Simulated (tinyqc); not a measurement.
What moves the results: sp3s* tight binding with spin-orbit coupling. A value that a table varies takes the place of the one given here.

sp3s* tight binding, nearest neighbours only: anion (a) at 0, cation (c) at a/4 (1,1,1), orbitals s, px, py, pz, s* on each; k in units of 2 pi/a. With phases e_j = exp(i (pi/2) k.n_j) for n = (1,1,1), (1,-1,-1), (-1,1,-1), (-1,-1,1): g0 = (e1+e2+e3+e4)/4, g1 = (e1+e2-e3-e4)/4, g2 = (e1-e2+e3-e4)/4, g3 = (e1-e2-e3+e4)/4. The diagonal holds the levels Esa, Epa, Exa (s*) and Esc, Epc, Exc. Anion-cation block: <sa|sc> = Vss g0; <sa|xc> = Vsapc g1; <xa|sc> = -Vscpa g1; <xa|xc> = Vxx g0; <xa|yc> = <ya|xc> = Vxy g3, <xa|zc> = <za|xc> = Vxy g2, <ya|zc> = <za|yc> = Vxy g1; <s*a|xc> = Vxapc g1; <xa|s*c> = -Vpaxc g1; y and z take g2 and g3 in place of g1; s-s* and s*-s* vanish.

Spin-orbit coupling acts within the p shell of each atom as (D/3) L.sigma, D = Da or Dc: it puts four states at Ep + D/3 and two at Ep - 2D/3.

Parameters, chosen for this exercise (near a published set for Si, fitted to gaps, whose masses and valley positions are rough; spin-orbit coupling, where it is added without a refit, lifts the valence top and shrinks all gaps by about a third of the splitting; shifted at random, so the results belong to these values and not to a real crystal): Esa = -4.198 eV (s level of the anion); Epa = 1.71 eV (p level of the anion); Esc = -4.198 eV (s level of the cation); Epc = 1.71 eV (p level of the cation); Exa = 6.679 eV (s* level of the anion); Exc = 6.679 eV (s* level of the cation); Vss = -8.305 eV (s-s); Vxx = 1.712 eV (px-px); Vxy = 4.574 eV (px-py); Vsapc = 5.712 eV (s anion, p cation); Vscpa = 5.712 eV (s cation, p anion); Vxapc = 5.365 eV (s* anion, p cation); Vpaxc = 5.365 eV (p anion, s* cation); Da = 0.045 eV (atomic spin-orbit splitting, anion); Dc = 0.045 eV (the same, cation); eta = 2 (scaling exponent); D001 = 0.8 (ratio -ezz/exx).

## What the s* orbital does

The s* couplings Vxapc and Vpaxc are scaled by f; f = 0 is the plain sp3 model. Gaps from the top of the valence band at Gamma; the Delta value is the minimum on (x,0,0), 0.5 <= x <= 1.

Gaps (eV):

| f | Gamma | Delta | L | x of the minimum |
|---|---|---|---|---|
| 0.00 | 3.3790 | 4.0607 | 4.0031 | 0.500 |
| 0.25 | 3.3790 | 3.7736 | 3.8177 | 0.500 |
| 0.50 | 3.3790 | 3.1184 | 3.4005 | 0.559 |
| 0.75 | 3.3790 | 2.1683 | 2.9271 | 0.698 |
| 0.90 | 3.3790 | 1.5588 | 2.6517 | 0.723 |
| 1.00 | 3.3790 | 1.1520 | 2.4769 | 0.731 |
| 1.10 | 3.3790 | 0.7479 | 2.0729 | 0.736 |

The gap at Gamma stays, since g1 to g3 vanish there. From f = 0 to 1 the s* levels lower the Delta value by 2.909 eV and L by 1.526 eV. For f = 0 and 0.25 the least value lies at x = 0.5, the end of the range: any valley further out lies above that value until s* has lowered it enough. The lowest of the three is Gamma at f = 0 and the Delta line at f = 1.

## Hydrostatic strain (sp3s* tight binding with spin-orbit coupling, strained)

Strain e moves each bond vector to d = (1 + e) d0 (no internal displacement for the diagonal strains used here) and k is given in fractions of the strained reciprocal cell, so the phases stay. Two-centre values Vss_sigma = Vss/4, Vsp_sigma = sqrt3 V/4 for each s-p and s*-p pair, Vpp_sigma = (Vxx + 2 Vxy)/4, Vpp_pi = (Vxx - Vxy)/4 are scaled by (d0/d)^eta and combined with the new direction cosines; the levels on the diagonal stay.

exx = eyy = ezz = e. Gaps as measured from the top of the valence band; the deformation potentials are (gap(0.01) - gap(-0.01))/0.06.

Gaps (eV):

| e | Gamma | Delta | L | x of the minimum |
|---|---|---|---|---|
| -0.03 | 3.5941 | 1.1699 | 2.5230 | 0.721 |
| -0.02 | 3.5202 | 1.1641 | 2.5136 | 0.724 |
| -0.01 | 3.4485 | 1.1582 | 2.5040 | 0.728 |
| 0.00 | 3.3790 | 1.1520 | 2.4769 | 0.731 |
| 0.01 | 3.3115 | 1.1456 | 2.3742 | 0.735 |
| 0.02 | 3.2460 | 1.1390 | 2.2744 | 0.739 |
| 0.03 | 3.1824 | 1.1322 | 2.1772 | 0.742 |

gap deformation potentials (eV): Gamma -2.283, Delta -0.210, L -2.162

Per unit of volume strain the gaps move by -2.28 (Gamma), -0.21 (Delta) and -2.16 eV (L). The lowest valley stays the Delta line over the range. These potentials follow from the one exponent eta, which fitted models replace by one for each integral; with it the sizes are rough, the sign for Delta can be wrong (in Si, Ge and the III-V crystals measured values are small and positive), and the pressures at which valleys cross, and which valley takes over, are rough too. A gap of zero, where one is listed, marks an s level that has sunk below the valence top.

## Biaxial strain splits the top of the valence band (sp3s* tight binding, strained)

No spin-orbit coupling; k = 0; exx = eyy = e, ezz = -D001 e. The four bonds keep equal lengths, and the sums over them give Vxx(e) for px and py and Vzz(e) for pz; each level is the lower root of [[Epa, V], [V, Epc]], and the s level the upper root of the s block. The shear potential b follows from E(x,y) - E(z) = 3 b (exx - ezz), taken as the slope between e = -0.005 and 0.005.

Couplings and levels at Gamma (eV):

| e | ezz | Vxx(e) | Vzz(e) | E(x,y) | E(z) | E(x,y) - E(z) (meV) | upper s level |
|---|---|---|---|---|---|---|---|
| -0.020 | 0.0160 | 1.6261 | 1.9653 | 0.0839 | -0.2553 | 339.2 | 4.2390 |
| -0.010 | 0.0080 | 1.6699 | 1.8371 | 0.0401 | -0.1271 | 167.1 | 4.1732 |
| -0.005 | 0.0040 | 1.6912 | 1.7741 | 0.0188 | -0.0641 | 82.9 | 4.1402 |
| 0.005 | -0.0040 | 1.7324 | 1.6507 | -0.0224 | 0.0593 | -81.7 | 4.0737 |
| 0.010 | -0.0080 | 1.7523 | 1.5901 | -0.0423 | 0.1199 | -162.2 | 4.0404 |
| 0.020 | -0.0160 | 1.7909 | 1.4715 | -0.0809 | 0.2385 | -319.5 | 3.9734 |

b = -3.049 eV

Under tension in the plane (e > 0) the bonds tilt towards the plane, Vxx grows to 1.7523 and Vzz falls to 1.5901 eV at e = 0.01, and the pz state forms the top of the valence band, by 162.2 meV; under compression (e = -0.01) the px, py pair does, by 167.1 meV. The slope gives b = -3.05 eV, a rough value, since on-site strain terms are left out (measured values lie near -2 eV).

## What each parameter does

Gaps from the top of the valence band at Gamma; Delta is the minimum on (x,0,0), 0.5 <= x <= 1. A change on one sublattice alone makes the two atoms unequal. Each row changes one parameter from the base and keeps the others.

Results:

| case | Ev (eV) | gap Gamma (eV) | gap Delta (eV) | gap L (eV) |
|---|---|---|---|---|
| base | 0.0130 | 3.3790 | 1.1520 | 2.4769 |
| Exc = 6.979 eV | 0.0130 | 3.3790 | 1.2045 | 2.4813 |
| Esc = -4.498 eV | 0.0130 | 3.3790 | 1.1263 | 2.3728 |
| Vscpa = 5.412 eV | 0.0130 | 3.3790 | 1.0698 | 2.3326 |
| Epc = 1.91 eV | 0.1101 | 3.3848 | 1.1009 | 2.3839 |
| Vxx = 1.512 eV | 0.2130 | 2.9790 | 0.9125 | 2.2604 |
| Vxy = 4.774 eV | 0.0130 | 3.3790 | 1.1520 | 2.4440 |

The largest shifts from the base row, up to three for each result and ties (the steps differ in size, so this ranks the rows, not the parameters). Ev (eV): Vxx +0.2000, Epc +0.0971; unchanged at the printed digits by Exc, Esc, Vscpa and Vxy. gap Gamma (eV): Vxx -0.4000, Epc +0.0058; unchanged at the printed digits by Exc, Esc, Vscpa and Vxy. gap Delta (eV): Vxx -0.2395, Vscpa -0.0822, Exc +0.0525; unchanged at the printed digits by Vxy. gap L (eV): Vxx -0.2165, Vscpa -0.1444, Esc -0.1041. Exc, Vscpa and Vxy cannot move Ev or the gap at Gamma, whose blocks do not hold them; s parameters never move Ev, and move the gap only where the lowest empty level at Gamma is s-like.

(tinyqc, `OMP_NUM_THREADS=1 python tinyqc.py 1480895 1480896 out.jsonl`, Intel(R) Xeon(R) Processor @ 2.30GHz, 1 thread, shared host, about 0.2 s.)
